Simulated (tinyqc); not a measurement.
# Changing the density-of-states mass of one valley m

Model: scattering rates of a carrier in a spherical band by Fermi's golden rule. Computed by tinyqc, a small Python program. Command: `OMP_NUM_THREADS=1 python tinyqc.py 3012205 3012206 out.jsonl scatter sweep`. One thread of a shared host (Intel(R) Xeon(R) Processor @ 2.30GHz), about 0.01 s of CPU time with the checks.

All processes here are isotropic or elastic, and the rate listed is the momentum relaxation rate.

Inputs (values chosen for the exercise, for a model non-polar semiconductor): non-parabolicity alpha = 0.4 1/eV; static permittivity eps_s = 8.1; density rho = 3410 kg/m^3; sound velocity v_l = 8960 m/s; acoustic deformation potential D_A = 9.7 eV; phonon energy hbar w = 65.1 meV; optical or intervalley deformation potential D_o = 7.7 1e8 eV/cm; final valleys Z_f = 2; ionised impurity density N_I = 4.6e+16 1/cm^3; temperature T = 250 K; carrier energy E = 290 meV; alloy fraction x = 0.16; alloy potential U = 0.6 eV; lattice constant a = 5.45 angstrom.

Crystal: non-polar. Band: Kane. Impurity formula: Brooks-Herring. Further scattering: alloy.

Constants: k_B = 8.617333262e-05 eV/K; eps_0 = 8.8541878128e-12 F/m; k_B = 1.380649e-23 J/K; e = 1.602176634e-19 C; hbar = 1.054571817e-34 J s; m_0 = 9.1093837015e-31 kg; hbar = 6.582119569e-16 eV s.

Method:
- Phonon occupation N_q = 1/(exp(hbar w/(k_B T)) - 1).
- Debye screening by free carriers of density N_I: L_s = sqrt(eps_s eps_0 k_B T/(e^2 N_I)).
- Kane band: hbar^2 k^2/(2 m) = E (1 + alpha E), speed v = hbar k/(m (1 + 2 alpha E)), states per spin, volume and energy g(E) = m k (1 + 2 alpha E)/(2 pi^2 hbar^2); overlap factors are set to 1. Masses are multiplied by m_0 and all formulas are in SI units.
- Acoustic deformation potential (elastic, equipartition, absorption and emission together): 1/tau = 2 pi k_B T D_A^2 g(E)/(hbar rho v_l^2).
- Singly charged impurities, momentum relaxation: 1/tau = N_I e^4 m (1 + 2 alpha E) Phi/(8 pi (eps_s eps_0)^2 hbar^3 k^3), with alpha = 0 for a parabolic band.
- Brooks-Herring: Phi = ln(1 + b) - b/(1 + b), b = 4 k^2 L_s^2.
- Optical or intervalley deformation potential: 1/tau = (pi Z_f D_o^2/(rho w)) [N_q g(E + hbar w) + (N_q + 1) g(E - hbar w)], with g = 0 below the band edge.
- Alloy disorder: 1/tau = (2 pi/hbar) Omega x (1 - x) U^2 g(E), Omega = a^3/4 (other conventions for Omega rescale U).
- Rates add: 1/tau_m is the sum, and the mean free path is v tau_m.

One run for each value; columns: (1) density-of-states mass of one valley m (m_0); (2) acoustic rate (1/s); (3) ionised-impurity rate (1/s); (4) momentum relaxation time tau_m (fs); (5) mean free path (nm):
```
(1)          (2)         (3)     (4)     (5)
0.25  3.3792e+12  1.1756e+11  71.342  39.077
0.34  5.3595e+12  1.0558e+11  45.146  21.204
0.47  8.7107e+12  9.4077e+10  27.837  11.120
0.64  1.3841e+13  8.4116e+10  17.539   6.004
0.88  2.2317e+13  7.4809e+10  10.885   3.178
1.20  3.5537e+13  6.6628e+10   6.838   1.710
1.60  5.4713e+13  5.9762e+10   4.442   0.962
2.20  8.8215e+13  5.2911e+10   2.756   0.509
```

Over the rows, acoustic rate (1/s) rises from 3.38e12 to 8.82e13 (exponent d ln y / d ln x about 1.5 throughout); ionised-impurity rate (1/s) falls from 1.18e11 to 5.29e10 (exponent d ln y / d ln x -0.35 between the first rows and -0.38 between the last); momentum relaxation time tau_m (fs) falls from 71.3 to 2.76 (exponent d ln y / d ln x about -1.5 throughout). The exponent of acoustic rate stays at 1.5: g(E) scales as m^(3/2).

Caution (all rows): the largest acoustic phonon energy 2 hbar v_l k is not small against k_B T, so equipartition is a rough assumption. Caution (rows 1.60, 2.20): k times the effective Bohr radius is below 1, so the Born approximation behind the Brooks-Herring rate is rough. Caution (rows 1.60, 2.20): hbar/tau is more than half the carrier energy, so the golden rule and a sharp energy lose their meaning.

Extremes, crossings and ranges named in words are read from the listed rows.
